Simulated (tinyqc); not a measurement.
Inside a calculation. Model: bottom-up copper filling of a trench by curvature-enhanced accelerator coverage. Computed by tinyqc, a small Python program that keeps every step. Command: `OMP_NUM_THREADS=1 python tinyqc.py 3014184 3014185 out.jsonl superfill walk`. One thread of a shared host (Intel(R) Xeon(R) Processor @ 2.30GHz), about 0.04 s of CPU time with the checks. Intermediate numbers are printed to about 5 digits and carried at full precision; extremes and crossings named in words are read from the listed rows.

A rectangular trench keeps vertical walls and a flat floor. An accelerator floats on the surface; where area is lost in the corners it is passed on to the floor.

Inputs (values chosen for the exercise, close to those used for damascene copper plating):

| quantity | value | unit |
|---|---|---|
| trench width w | 49 | nm |
| aspect ratio h/w | 1.6 | - |
| exchange current of the suppressed surface i_0 | 0.011 | mA/cm^2 |
| exchange current of the accelerated surface i_1 | 0.86 | mA/cm^2 |
| transfer coefficient alpha | 0.39 | - |
| overpotential eta | 0.17 | V |
| starting coverage theta_0 | 0.014 | - |
| adsorption rate k_a | 0 | 1/s |
| cupric ion concentration C | 0.35 | mol/l |
| diffusivity D | 5.7e-06 | cm^2/s |
| boundary layer delta | 48 | um |
| temperature T | 298 | K |

Constants: e = 1.602176634e-19 C; N_A = 6.02214076e+23 1/mol; k_B = 8.617333262e-05 eV/K.

## Velocities

Kinetic current i_k = [i_0 (1 - theta) + i_1 theta] exp(alpha eta/(k_B T)), limit i_L = 2 F D C/delta, i = 1/(1/i_k + 1/i_L); velocity v = i Omega/(2F), Omega = 7.11 cm^3/mol, F = e N_A. Depletion inside the trench is ignored.

limiting current i_L = 80.203 mA/cm^2

velocity at theta = 0 = 0.053487 nm/s

velocity at theta_0 = 0.11107 nm/s

velocity at theta = 1 = 3.6692 nm/s

ratio v(1)/v(theta_0) = 33.036

Without acceleration the walls meet when the floor has risen by w/2, so a seam-free fill needs a mean floor-to-wall speed ratio of at least 2 h/w = 3.2.

## First rates

At the start theta_b = theta_s = theta_0 and x = w/2: d theta_b/dt = k_a (1 - theta_0) + 2 theta_0 v/x (theta_b on the floor, theta_s on the walls, x the half width). At this initial relative rate the doubling time without adsorption would be x ln2/(2 v).

rate from adsorption = 0 1/s

rate from area loss = 1.2693e-04 1/s

doubling time = 76.451 s

## Filling

Half width x, floor height y, depth h = aspect ratio x w. dx/dt = -v_s, dy/dt = v_b. d theta_b/dt = k_a (1 - theta_b) + [theta_s v_b + theta_b v_s]/x: the floor takes the accelerator of the wall it covers and keeps its own as it narrows. d theta_s/dt = k_a (1 - theta_s). theta_b is capped at 1. Integrate (tolerance 1e-9) until the walls meet (x = 0.02 w/2) or the floor passes the original mouth y = h. Start: x = w/2, y = 0, theta_b = theta_s = theta_0. Height filled = y/h, opening left = x/(w/2).

Course of the fill (nine evenly spaced times):

| t (s) | x (nm) | y (nm) | theta_b | theta_s | v_b/v_s |
|---|---|---|---|---|---|
| 0.00 | 24.500 | 0.000 | 0.01400 | 0.014 | 1.000 |
| 24.80 | 21.746 | 2.931 | 0.01766 | 0.014 | 1.135 |
| 49.59 | 18.992 | 6.299 | 0.02270 | 0.014 | 1.321 |
| 74.39 | 16.238 | 10.284 | 0.02999 | 0.014 | 1.590 |
| 99.19 | 13.484 | 15.185 | 0.04121 | 0.014 | 2.002 |
| 123.99 | 10.729 | 21.560 | 0.06010 | 0.014 | 2.693 |
| 148.78 | 7.975 | 30.583 | 0.09669 | 0.014 | 4.021 |
| 173.58 | 5.221 | 45.349 | 0.18729 | 0.014 | 7.253 |
| 198.38 | 2.467 | 78.400 | 0.58394 | 0.014 | 20.513 |

time at the end = 198.38 s

share of the height filled from the floor = 1

opening left, as a share of w = 0.10070

The floor escapes with 10 % of the opening left: a seam-free fill, and the enriched floor will overshoot into a bump. Caution: real profiles develop slanted corners, and accelerator is consumed; both are left out.

## The window in starting coverage

The formulas are those given above.

Outcome:

| theta_0 | v(1)/v(theta_0) | height filled | opening left | time (s) |
|---|---|---|---|---|
| 0.001 | 63.692 | 0.4529 | 0.02000 | 416.79 |
| 0.003 | 55.725 | 0.7685 | 0.02000 | 364.65 |
| 0.010 | 38.771 | 1.0000 | 0.07434 | 239.64 |
| 0.020 | 27.044 | 1.0000 | 0.12681 | 157.68 |
| 0.050 | 14.216 | 1.0000 | 0.17201 | 78.60 |
| 0.100 | 7.978 | 1.0000 | 0.14189 | 45.72 |
| 0.200 | 4.290 | 0.9228 | 0.02000 | 28.07 |
| 0.400 | 2.273 | 0.6071 | 0.02000 | 14.87 |
| 0.800 | 1.215 | 0.3685 | 0.02000 | 7.95 |

The fill succeeds for theta_0 from 0.01 to 0.1 among these rows, with the widest margin at 0.05. Too little accelerator takes too long to concentrate. Too much speeds the walls as well and removes the contrast.

Checks made by the program: conservation of accelerator while theta_b is below 1 (relative difference 3e-10).
